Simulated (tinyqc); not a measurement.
Free and trapped electrons in a MOS channel with a dense trap tail: free and trapped charge against gate voltage.

p-type body, charge-sheet picture, full ionisation (an idealisation for deep acceptors), Boltzmann statistics for free electrons. e = Ec - EF at the surface. Acceptor-like traps of density D(E) = D0 + De exp(-E/Ew) at depth E below Ec, from 0 to Eu, hold n_t = integral of D(E)/(1 + exp((e - E)/Vt)). psi = Eg - Vt ln(Nv/Na) - e; N_dep = sqrt(2 eps0 eps_r Na (psi - Vt)/q); n_f = sqrt(N_dep^2 + 2 eps0 eps_r Vt Nc exp(-e/Vt)/q) - N_dep; Vg = Vfb + psi + q (N_dep + n_t + n_f)/Cox, Cox = eps0 eox/tox.

Free share n_f/(n_f + n_t); swing ln 10 n_f/(dn_f/dVg); field-effect mobility mf q (dn_f/dVg)/Cox, for a constant mf; oxide field q (N_dep + n_t + n_f)/(eps0 eox).

Parameters, values chosen for the exercise; band and dielectric values close to those of gallium nitride:
- T = 400 K (temperature)
- Eg = 3.38 eV (band gap)
- eps_r = 9.66 (relative permittivity)
- Nc = 3.56e18 cm^-3 (conduction-band density of states at T)
- Nv = 7.01e19 cm^-3 (valence-band density of states at T)
- eox = 3.9 (relative permittivity of the insulator)
- tox = 44 nm (insulator thickness)
- Na = 3.1e16 cm^-3 (acceptor density)
- Vfb = -3.01 V (flat-band voltage without trapped charge)
- D0 = 1.2e11 cm^-2 eV^-1 (constant background density of acceptor-like traps)
- De = 1.3e13 cm^-2 eV^-1 (density of the tail at the conduction edge)
- Ew = 0.05 eV (decay energy of the tail)
- Eu = 0.92 eV (depth below Ec down to which the traps reach)
- mf = 150 cm^2/(V s) (mobility of free electrons)

Constants: q = 1.602176634e-19 C, kB = 1.380649e-23 J/K, Vt = kB T/q, eps0 = 8.8541878128e-14 F/cm where lengths are in cm. Results are converted to the units shown.

Results:

| Vg (V) | e (eV) | n_f (cm^-2) | n_t (cm^-2) | free share (%) | swing (mV/decade) | field-effect mobility (cm^2/(V s)) | oxide field (MV/cm) |
|---|---|---|---|---|---|---|---|
| 1.7 | 0.4338 | 2.396e6 | 5.863e10 | 0.004087 | 129.2 | 0.01307 | 0.4614 |
| 2.5 | 0.1149 | 2.331e10 | 2.162e11 | 9.734 | 557.9 | 29.46 | 0.5707 |
| 3.4 | 0.04009 | 1.867e11 | 4.445e11 | 29.58 | 1665 | 79.10 | 0.7583 |
| 4.3 | 0.003850 | 4.708e11 | 5.776e11 | 44.91 | 2985 | 111.2 | 0.9546 |
| 6.1 | -0.03806 | 1.217e12 | 6.861e11 | 63.94 | 6268 | 136.9 | 1.354 |
| 7 | -0.05219 | 1.626e12 | 7.082e11 | 69.66 | 8111 | 141.4 | 1.555 |
| 7.9 | -0.06387 | 2.046e12 | 7.219e11 | 73.92 | 1.002e4 | 143.9 | 1.757 |
| 8.7 | -0.07279 | 2.424e12 | 7.301e11 | 76.85 | 1.176e4 | 145.3 | 1.937 |

Estimate the missing row, Vg = 5.2 V.

Computed row:

| Vg (V) | e (eV) | n_f (cm^-2) | n_t (cm^-2) | free share (%) | swing (mV/decade) | field-effect mobility (cm^2/(V s)) | oxide field (MV/cm) |
|---|---|---|---|---|---|---|---|
| 5.2 | -0.02020 | 8.256e11 | 6.479e11 | 56.03 | 4538 | 128.3 | 1.154 |

With this row back in the table: n_f reaches 1e11 cm^-2 at Vg = 3.02 V, against 2.28 V without traps. The free share rises from 0.00409 to 76.9 % and the field-effect mobility rises from 0.0131 to 145 cm^2/(V s), although mf = 150 is constant: in the last row 96.9 % of Cox dVg goes into free electrons. The swing in the first row is 129 mV a decade (Vt ln 10 = 79.4). For Vg = 3.4, 4.3, 5.2, 6.1, 7, 7.9, 8.7 EF lies less than 2 Vt below the band edge, or above it, where degeneracy and confinement, left out, matter.

Numbers from tinyqc (`OMP_NUM_THREADS=1 python tinyqc.py 2222206 2222207 out.jsonl`; about 0.02 s on one thread of a shared Intel Xeon 2.30GHz).
